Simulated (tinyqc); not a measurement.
## Free and trapped electrons in a MOS channel with a dense trap tail: effect of the decay energy of the tail

p-type body, charge-sheet picture, full ionisation (an idealisation for deep acceptors), Boltzmann statistics for free electrons. e = Ec - EF at the surface. Acceptor-like traps of density D(E) = D0 + De exp(-E/Ew) at depth E below Ec, from 0 to Eu, hold n_t = integral of D(E)/(1 + exp((e - E)/Vt)). psi = Eg - Vt ln(Nv/Na) - e; N_dep = sqrt(2 eps0 eps_r Na (psi - Vt)/q); n_f = sqrt(N_dep^2 + 2 eps0 eps_r Vt Nc exp(-e/Vt)/q) - N_dep; Vg = Vfb + psi + q (N_dep + n_t + n_f)/Cox, Cox = eps0 eox/tox.

VT is the Vg for n_f = 1e11 cm^-2; swing ln 10 n_f/(dn_f/dVg) at n_f = 1e8 cm^-2; the last three columns are for Vg = VT + 4.2 V, with free share n_f/(n_f + n_t) and field-effect mobility mf q (dn_f/dVg)/Cox; there EF is near the band edge, where Boltzmann statistics are rough.

Inputs (values chosen for the exercise); band and dielectric values close to those of 4H silicon carbide:
- T = 400 K (temperature)
- Eg = 3.32 eV (band gap)
- eps_r = 9.79 (relative permittivity)
- Nc = 2.65e19 cm^-3 (conduction-band density of states at T)
- Nv = 3.8e19 cm^-3 (valence-band density of states at T)
- eox = 3.9 (relative permittivity of the insulator)
- tox = 52 nm (insulator thickness)
- Na = 2.7e16 cm^-3 (acceptor density)
- Vfb = -2.32 V (flat-band voltage without trapped charge)
- D0 = 1.7e11 cm^-2 eV^-1 (constant background density of acceptor-like traps)
- De = 1.7e13 cm^-2 eV^-1 (density of the tail at the conduction edge)
- Eu = 0.65 eV (depth below Ec down to which the traps reach)
- mf = 190 cm^2/(V s) (mobility of free electrons)

Constants: q = 1.602176634e-19 C, kB = 1.380649e-23 J/K, Vt = kB T/q, eps0 = 8.8541878128e-14 F/cm where lengths are in cm. Results are converted to the units shown.

Results:

| Ew (eV) | e at VT (eV) | VT (V) | q n_t/Cox at VT (V) | swing (mV/decade) | n_f (cm^-2) | free share (%) | field-effect mobility (cm^2/(V s)) |
|---|---|---|---|---|---|---|---|
| 0.03 | 0.1355 | 3.367 | 0.2901 | 145.4 | 1.519e12 | 80.09 | 168.1 |
| 0.05 | 0.1355 | 3.556 | 0.4788 | 149.5 | 1.369e12 | 69.20 | 158.5 |
| 0.07 | 0.1355 | 3.874 | 0.7976 | 168.3 | 1.250e12 | 59.19 | 150.8 |
| 0.09 | 0.1355 | 4.297 | 1.220 | 209.2 | 1.160e12 | 50.67 | 144.4 |
| 0.13 | 0.1355 | 5.331 | 2.254 | 348.2 | 1.035e12 | 38.05 | 134.8 |
| 0.15 | 0.1355 | 5.895 | 2.818 | 435.2 | 9.918e11 | 33.55 | 131.2 |
| 0.17 | 0.1355 | 6.466 | 3.390 | 527.3 | 9.562e11 | 29.94 | 128.0 |

Estimate the missing row, Ew = 0.11 eV.

Computed row:

| Ew (eV) | e at VT (eV) | VT (V) | q n_t/Cox at VT (V) | swing (mV/decade) | n_f (cm^-2) | free share (%) | field-effect mobility (cm^2/(V s)) |
|---|---|---|---|---|---|---|---|
| 0.11 | 0.1355 | 4.791 | 1.714 | 270.9 | 1.090e12 | 43.68 | 139.2 |

With this row back in the table: As Ew goes from 0.03 to 0.17, VT rises from 3.37 to 6.47 V, its part due to traps rises from 0.290 to 3.39 V, the swing rises from 145 to 527 mV/decade and the field-effect mobility falls from 168 to 128 cm^2/(V s).

Numbers from tinyqc (`OMP_NUM_THREADS=1 python tinyqc.py 2222227 2222228 out.jsonl`; about 0.02 s on one thread of a shared Intel Xeon 2.30GHz).
